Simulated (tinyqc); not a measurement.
## Gate sheet resistance from two finger widths

Inverse problem. At low frequency R = Rsh Wf/(3 L) + B/Wf, where B collects the channel and vertical terms. Find Rsh, B and the width of lowest R.

Values chosen for this exercise:
```
symbol  value  unit         meaning
L        0.59    um  channel length
```

input resistance of single fingers, contacted at one end, of width 1.1 and 4.3 um (ohm): 284.86338  83.996978

Solution. R Wf is a straight line in Wf^2; the minimum of R lies where both terms are equal.

Rsh = 4.900 ohm/square
B = 310.0 ohm um
width of lowest R = 10.58 um

Computed by the program tinyqc: `OMP_NUM_THREADS=1 python tinyqc.py 2262025 2262026 out.jsonl`, one thread of a shared Intel Xeon 2.30GHz, about 0.01 s for the whole run.
